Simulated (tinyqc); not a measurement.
Inside a calculation. Model: off-state leakage of single and stacked transistors.

Program tinyqc, `OMP_NUM_THREADS=1 python tinyqc.py 2242168 2242169 out.jsonl`; Intel Xeon 2.30GHz, shared host, one thread, about 0.04 s. Printed values are rounded.

n-channel devices of unit width. Subthreshold current I(Vg, Vs, Vd) = I0 (T/300 K)^0.5 exp[(Vg - Vs - VT(T) - gb (Vs - Vb) + dd (Vd - Vs))/(nf Vt)] (1 - exp(-(Vd - Vs)/Vt)), VT(T) = VT - cT (T - 300 K). Gate-edge tunnelling Ig (Vd/1 V) exp(ag (Vd - 1 V)), for a gate at 0 V, and band-to-band leakage Ab u exp(-Bb/u), u = Vd - Vb + 1 V, flow at a drain held at V; both are taken as independent of T. In a stack of off transistors (all gates at 0 V) the same subthreshold current passes through each.

Parameters, values chosen for the exercise; values of the order met in bulk silicon logic transistors: temperature T = 330 K; supply voltage V = 1.2 V; threshold at 300 K, zero drain and body bias VT = 0.4 V; fall of the threshold with temperature cT = 0.9 mV/K; current at threshold at 300 K I0 = 0.16 uA/um; slope factor nf = 1.34; drain-induced lowering per volt dd = 0.1; rise of the threshold per volt of source-body bias gb = 0.19; gate-edge tunnelling current at 1 V Ig = 2e-5 uA/um; exponential slope of the gate current ag = 4.2 1/V; prefactor of band-to-band leakage at the drain Ab = 30 uA/(um V); its exponential voltage Bb = 26 V; body voltage Vb = 0 V.

Constants: q = 1.602176634e-19 C, kB = 1.380649e-23 J/K, Vt = kB T/q. Results are converted to the units shown.

## Leakage of one transistor

Vg = Vs = 0, Vd = V; effective threshold VT(T) - gb Vb - dd V.

effective threshold = 0.253 V
parts (nA/um): subthreshold 0.219463, gate edge 0.0555928, band-to-band 0.486377
total = 0.761432 nA/um
shares (%): subthreshold 28.8224, gate edge 7.30108, band-to-band 63.8765

The band-to-band part is the largest.

## Starting value

Vx = dd V/(1 + gb + 2 dd), the solution for Vx well above Vt, rounded to three decimals.

Vx at the start = 0.086 V

## Iteration 1: new Vx

Stack of two, Vx the node between them: I_low = I(0, 0, Vx), I_up = I(0, Vx, V), f = ln(I_up/I_low), f' = -(1 + gb + 2 dd)/(nf Vt) - 1/(Vt (exp(Vx/Vt) - 1)) - 1/(Vt (exp((V - Vx)/Vt) - 1)), Vx(new) = Vx - f/f'.

I_low = 0.0112226 nA/um
I_up = 0.0119391 nA/um
f = 0.0618885
f' = -38.2735 1/V
Vx after iteration 1 = 0.0876170 V

## Iteration 2: new Vx

As before.

I_low = 0.0113022 nA/um
I_up = 0.0113031 nA/um
f = 8.50118e-5
f' = -38.1695 1/V
Vx after iteration 2 = 0.0876192 V

## Course of the iteration

Stop when the step is below 1e-11 V, or after 40 iterations.

Course of the iteration:
```
iteration	Vx before the step (V)	step (V)
1	0.086	1.62e-3
2	0.0876170	2.23e-6
3	0.0876192	4.05e-12
```

Converged in 3 iterations. The subthreshold current of the stack is 0.01130 nA/um, 19.4 times less than that of one transistor (the drain leakage is unchanged); the estimate exp[dd V (1 + gb + dd)/((1 + gb + 2 dd) nf Vt)] gives 18.6.
